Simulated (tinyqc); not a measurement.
Power iteration on a symmetric matrix, step by step. Computed by tinyqc, a small Python program that keeps every step. Settings: method = power, shift = 1.67. Command: `OMP_NUM_THREADS=1 python tinyqc.py 28764 28765 out.jsonl` (the two numbers bound the seeds that draw the settings). One thread of a shared host (Intel(R) Xeon(R) Processor @ 2.60GHz), about 0.01 s of CPU time with the checks.

A, lower triangle:
```
,1,2,3,4,5
1,0.116000
2,0.320000,0.919000
3,-0.961000,-0.417000,0.958000
4,0.905000,0.881000,0.458000,1.119000
5,-0.159000,0.189000,-0.453000,-0.993000,1.180000
```

Stop when the residual |A v - lambda v| is below 1e-9.

Steps:
```
step,lambda,residual
1,-0.11544198,1.08e+00
2,-0.70260031,6.87e-01
3,-0.93351593,4.02e-01
4,-1.02107070,2.47e-01
5,-1.05635023,1.56e-01
6,-1.07084539,1.00e-01
7,-1.07679783,6.39e-02
8,-1.07923382,4.09e-02
9,-1.08022836,2.61e-02
10,-1.08063389,1.67e-02
11,-1.08079915,1.06e-02
12,-1.08086648,6.79e-03
13,-1.08089391,4.33e-03
14,-1.08090508,2.76e-03
15,-1.08090963,1.76e-03
16,-1.08091148,1.13e-03
17,-1.08091224,7.19e-04
18,-1.08091254,4.59e-04
19,-1.08091267,2.93e-04
20,-1.08091272,1.87e-04
21,-1.08091274,1.19e-04
22,-1.08091275,7.61e-05
23,-1.08091275,4.86e-05
24,-1.08091275,3.10e-05
25,-1.08091275,1.98e-05
26,-1.08091275,1.26e-05
27,-1.08091276,8.06e-06
28,-1.08091276,5.14e-06
29,-1.08091276,3.28e-06
30,-1.08091276,2.09e-06
```

Can the last value be used, and what does the course show?

Not by the stop rule, although the second column moves by less than 1e-07 over the last three steps. Not converged in 30 steps: the residual falls only by the ratio of the two largest distances of eigenvalues from the shift, 0.64 a step. all eigenvalues, for comparison: -1.080913  -0.085679  0.778200  2.023938  2.656454.
